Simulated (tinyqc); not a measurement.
Thermodynamics of metal silicides: hull, first phase, silicon consumed, nucleation and stability against SiO2. Changing the heat of formation of MSi2. Computed by tinyqc, a small Python program. Command: `OMP_NUM_THREADS=1 python tinyqc.py 3022604 3022605 out.jsonl silphase sweep`. One thread of a shared host (Intel(R) Xeon(R) Processor @ 2.30GHz), about 0.01 s of CPU time with the checks.

Entropies of formation of the solids are neglected, so heats stand for free energies. Si fractions: M2Si 0.3333, MSi 0.5000, MSi2 0.6667.

Inputs (values chosen for the exercise, of the order of those of nickel silicides for heats and volumes only): heat of formation of MSi = -41.5 kJ/mol atoms; change of interface energy gamma = 0.39 J/m^2; temperature T = 1075 K.

Phases: M2Si, MSi, MSi2.

volumes of the three phases per mole of M (cm^3/mol): 9.79  14.9  23.9

Constants: e = 1.602176634e-19 C; k_B = 8.617333262e-05 eV/K.

Method. Where free silicon remains, MSi + Si -> MSi2 gains dH = 3 H(MSi2) - 2 H(MSi) per mole of M; per volume dG = |dH|/V(MSi2); r* = 2 gamma/dG, W* = 16 pi gamma^3/(3 dG^2). For comparison the same with MSi forming from the elements, 2 |H(MSi)|/V(MSi).

One run for each value; columns: (1) heat of formation of MSi2 (kJ/mol atoms); (2) dH of the reaction (kJ/mol M); (3) barrier W* (eV); (4) critical radius (nm); (5) W*/(k_B T):
```
(1)      (2)     (3)     (4)    (5)
-32.8  -15.4    14.9   1.211    161
-32.2  -13.6    19.2   1.371    207
-31.6  -11.8    25.4   1.580    275
-31.0  -10.0    35.4   1.864    383
-30.4   -8.2    52.7   2.273    569
-29.8   -6.4    86.5   2.913    934
-29.2   -4.6   167.5   4.053   1808
-28.6   -2.8   452.0   6.658   4879
-28.0   -1.0  3543.5  18.642  38251
```

Describe and explain the trends.

Over the rows, dH of the reaction (kJ/mol M) rises from -15.4 to -1.00; barrier W* (eV) rises from 14.9 to 3540; critical radius (nm) rises from 1.21 to 18.6. The driving force vanishes at H(MSi2) = (2/3) H(MSi) = -27.7 kJ/mol, where the barrier diverges as 1/dH^2; small changes by alloying therefore shift the formation temperature much.
